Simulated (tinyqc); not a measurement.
# Narrowing from the saturation current

Problem. A uniform n-type emitter has J0 = (q p0 D/L)(s + tanh(W/L))/(1 + s tanh(W/L)), D = mup Vt, s = S L/D, and p0 = (ni^2/N) exp(dE_app/kB T), where dE_app = dEg + kB T ln[(N/Nc) exp(-eta)]. Find p0, dE_app and dEg.

Parameters, values chosen for the exercise; band and dielectric values close to those of silicon: temperature T = 350 K; conduction-band density of states at 350 K Nc = 3.57e19 cm^-3; ionised donor density N = 4.3e19 cm^-3; minority-hole mobility mup = 190 cm^2/(V s); emitter width W = 390 nm; recombination velocity at the contact S = 9e6 cm/s.

Constants: q = 1.602176634e-19 C, kB = 1.380649e-23 J/K, Vt = kB T/q. Results are converted to the units shown.

J0 = 6.0762458e5 fA/cm^2
L = 983.90213 nm
ni = 4.1299010e11 cm^-3
converged eta = 0.60496681

Solution. J0 gives p0, its ratio to ni^2/N gives dE_app, and the degeneracy term is taken off.

p0 = 2.49e4 cm^-3
dE_app = 55.4 meV
dEg = 68.0 meV

tinyqc, about 0.01 s, one thread, Intel Xeon 2.30GHz (shared host): `OMP_NUM_THREADS=1 python tinyqc.py 2330106 2330107 out.jsonl`
